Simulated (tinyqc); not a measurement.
Strain: hole subbands of a hard-walled well, four-band Luttinger model.

Hole energies are counted downwards from the unstrained band edge, c = hbar^2/2m0. After the usual block transformation one block is H = [[P + Q - Zs, R - i S], [R + i S, P - Q + Zs]] in (heavy, light), with P +/- Q = c [(g1 +/- g2) k^2 + (g1 -/+ 2 g2) kz^2], R = sqrt(3) c gR k^2, S = 2 sqrt(3) c g3 k kz, kz = -i d/dz; axial approximation gR = (g2 + g3)/2. Zs = b (e_par - e_perp) is the shear part of the strain (the hydrostatic part shifts all levels alike and is left out). Basis sqrt(2/L) sin(n pi z/L), n = 1 to N, for each component: kz^2 gives (n pi/L)^2 and the heavy-light block is R delta_nm - 2 sqrt(3) c g3 k D_nm with D_nm = 4 n m/(L (n^2 - m^2)) for n + m odd, 0 otherwise. The other block has the same levels. The split-off band is left out, a severe simplification for a spin-orbit splitting near 0.11 eV.

Constants: hbar^2/2m0 = 3.80998211 eV angstrom^2.

Values chosen for the exercise (near those of InP; shifted at random, so the results belong to these values and not to a real crystal):

| symbol | value | unit | meaning |
|---|---|---|---|
| g1 | 5.1 |  | Luttinger gamma1 |
| g2 | 1.6 |  | gamma2 |
| g3 | 2.1 |  | gamma3 |
| L | 155 | angstrom | well width along [001] |
| Zlist | (-0.0196, -0.0109, -0.0054, -0.0028, 0, 0.0068, 0.0163) | eV | shear strain energies (negative: tension in the plane, for b < 0) |

N = 20. dE is the rise of the top subband from k = 0 to k1 = pi/(4L), m1 = c k1^2/dE (dash if dE is not positive), and the heavy weight is taken at k = pi/L.

Top subband:

| Zs (eV) | HH1 (meV) | LH1 (meV) | dE (meV) | heavy weight | m1 (m0) |
|---|---|---|---|---|---|
| -0.0196 | 22.6 | -6.6 | 0.170 | 0.064 | 0.575 |
| -0.0109 | 13.9 | 2.1 | 0.037 | 0.151 | 2.621 |
| -0.0054 | 8.4 | 7.6 | -0.300 | 0.297 | - |
| -0.0028 | 5.8 | 10.2 | 0.486 | 0.416 | 0.201 |
| 0.0068 | -3.8 | 19.8 | 0.551 | 0.879 | 0.178 |
| 0.0163 | -13.3 | 29.3 | 0.576 | 0.961 | 0.170 |

Give the missing row, Zs (eV) = 0.0000.

Computed row:
```
Zs (eV)  HH1 (meV)  LH1 (meV)  dE (meV)  heavy weight  m1 (m0)
0.0000         3.0       13.0     0.518         0.581    0.189
```

HH1 and LH1 cross at Zs = -2 c g2 (pi/L)^2 = -0.0050 eV; for more negative Zs the light hole is on top. Among the rows with HH1 on top, m1 goes from 0.201 to 0.170 m0 as the splitting widens from 4 to 43 meV, against the unmixed 1/(g1 + g2) = 0.149: compression lightens the holes here. A dash marks a top subband whose hole energy at k1 lies below that at k = 0: an electron-like (negative) mass. m1 describes the neighbourhood of k = 0 only; where HH1 and LH1 lie close, the band may peak further out.

Computed by tinyqc, a small Python program: `OMP_NUM_THREADS=1 python tinyqc.py 1282559 1282560 out.jsonl` (the numbers bound the seed that draws the inputs); one thread of a shared host (Intel(R) Xeon(R) Processor @ 2.30GHz), about 0.1 s for the whole set of steps.
